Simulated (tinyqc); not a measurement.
# Inputs raised by 10 %, one at a time

Model: strain, valley repopulation and piezoresistance in a many-valley conduction band. Computed by tinyqc, a small Python program. Command: `OMP_NUM_THREADS=1 python tinyqc.py 3027011 3027012 out.jsonl valleys sens`. One thread of a shared host (Intel(R) Xeon(R) Processor @ 2.30GHz), about 0.06 s of CPU time with the checks.

Valleys are ellipsoids with mass m_l along the axis a and m_t across it, parabolic, with one constant relaxation time; strain shifts the valleys and leaves the masses alone. Currents are taken along [111], along the load, and along [1-10], across the load.

Inputs (values chosen for the exercise, modelled on germanium):

| quantity | value | unit |
|---|---|---|
| longitudinal mass m_l | 1.62 | m_0 |
| transverse mass m_t | 0.0798 | m_0 |
| shear deformation potential Xi_u | 16.3 | eV |
| dilation deformation potential Xi_d | -4.5 | eV |
| C11 | 129 | GPa |
| C12 | 47.6 | GPa |
| C44 | 66.6 | GPa |
| stress X (tension positive) | 98 | MPa |
| electron density n | 9.4e+16 | 1/cm^3 |
| relaxation time tau | 140 | fs |
| temperature T | 150 | K |

Valley axes: <111> (4 valleys). Load: uniaxial [111].

Constants: k_B = 8.617333262e-05 eV/K; m_0 = 9.1093837015e-31 kg; k_B = 1.380649e-23 J/K; hbar = 1.054571817e-34 J s; e = 1.602176634e-19 C.

Method:
- Compliances S11 = (C11 + C12)/((C11 - C12)(C11 + 2 C12)), S12 = -C12/((C11 - C12)(C11 + 2 C12)), S44 = 1/C44; stress sigma_ij = X n_i n_j for the unit vector n of the load; e_xx = S11 sigma_xx + S12 (sigma_yy + sigma_zz), e_xy = S44 sigma_xy/2 (tensor strain).
- Herring-Vogt shift of a valley with unit axis a: dE = Xi_d tr(e) + Xi_u a.e.a.
- Each of the 4 valleys holds n_v = N_v (2/sqrt(pi)) F_1/2((E_F - dE_v)/(k_B T)), N_v = 2 (m_d k_B T/(2 pi hbar^2))^(3/2), m_d = (m_l m_t^2)^(1/3); E_F solves sum n_v = n and is counted from the unstrained edge.
- F_j(eta) = int_0^infinity x^j/(1 + exp(x - eta)) dx, without a gamma-function factor. It is evaluated after integrating by parts.
- Integrals over x = E/(k_B T) use 160 Gauss-Legendre points in u = sqrt(x) from 0 to sqrt(max(eta, 0) + 32).
- Mobility tensor mu = e tau sum_v (n_v/n) [1/m_t + (1/m_l - 1/m_t) a a^T]; unstrained mu_0 = e tau (1/m_l + 2/m_t)/3; resistivity along d from the inverse tensor, rho_d = d.mu^-1.d/(n e), mobility along d = 1/(d.mu^-1.d); gauge pi_d = (rho_d/rho_0 - 1)/X.
- With eta_0 the reduced Fermi level without strain, r = F_-1/2(eta_0)/(2 F_1/2(eta_0)) (1 for a classical gas) and c = r (Xi_u/k_B T) (m_l - m_t)/(2 m_l + m_t): pi44 = -c S44/3, pi11 = pi12 = 0.

Runs:

| input moved | from | to | mobility along the first direction (cm^2/(V s)) | mobility along the second direction (cm^2/(V s)) | splitting (highest minus lowest) (meV) | degeneracy factor r |
|---|---|---|---|---|---|---|
| base run | - | - | 2425.5 | 1948.9 | 10.660 | 0.99087 |
| transverse mass m_t (m_0) | 0.0798 | 0.08778 | 2208.2 | 1777.0 | 10.660 | 0.99169 |
| shear deformation potential Xi_u (eV) | 16.3 | 17.93 | 2448.7 | 1937.3 | 11.726 | 0.99087 |
| C11 (GPa) | 129 | 141.9 | 2425.5 | 1948.9 | 10.660 | 0.99087 |
| electron density n (1/cm^3) | 9.4e+16 | 1.034e+17 | 2425.3 | 1949.0 | 10.660 | 0.98997 |
| temperature T (K) | 150 | 165 | 2403.4 | 1960.0 | 10.660 | 0.99208 |
| relaxation time tau (fs) | 140 | 154 | 2668.0 | 2143.8 | 10.660 | 0.99087 |
| dilation deformation potential Xi_d (eV) | -4.5 | -4.95 | 2425.5 | 1948.9 | 10.660 | 0.99087 |

Exponents ln(y'/y) / ln(x'/x):

| input | mobility along the first direction | mobility along the second direction | splitting (highest minus lowest) | degeneracy factor r |
|---|---|---|---|---|
| transverse mass m_t | -0.985 | -0.969 | 0 | 0.009 |
| shear deformation potential Xi_u | 0.100 | -0.063 | 1 | 0.000 |
| C11 | 0.000 | 0.000 | 0 | 0.000 |
| electron density n | -0.001 | 0.000 | 0 | -0.010 |
| temperature T | -0.096 | 0.059 | 0 | 0.013 |
| relaxation time tau | 1.000 | 1.000 | 0 | 0.000 |
| dilation deformation potential Xi_d | 0.000 | 0.000 | 0 | 0.000 |

Among the inputs moved here: mobility along the first direction answers most in size to relaxation time tau (exponent +1.000), and about equally to transverse mass m_t (-0.985); its exponent is below 0.0005 for C11, dilation deformation potential Xi_d. Its exponent +1.000 in relaxation time tau: mu = e tau/m. Mobility along the second direction answers most in size to relaxation time tau (exponent +1.000), next to transverse mass m_t (-0.969); its exponent is below 0.0005 for C11, electron density n, dilation deformation potential Xi_d. Splitting (highest minus lowest) answers most in size to shear deformation potential Xi_u (exponent +1.000); its exponent is below 0.0005 for transverse mass m_t, C11, electron density n, temperature T, relaxation time tau, dilation deformation potential Xi_d. Degeneracy factor r answers most in size to temperature T (exponent +0.013), next to electron density n (-0.010); its exponent is below 0.0005 for shear deformation potential Xi_u, C11, relaxation time tau, dilation deformation potential Xi_d.

Extremes, crossings and ranges named in words are read from the listed rows.
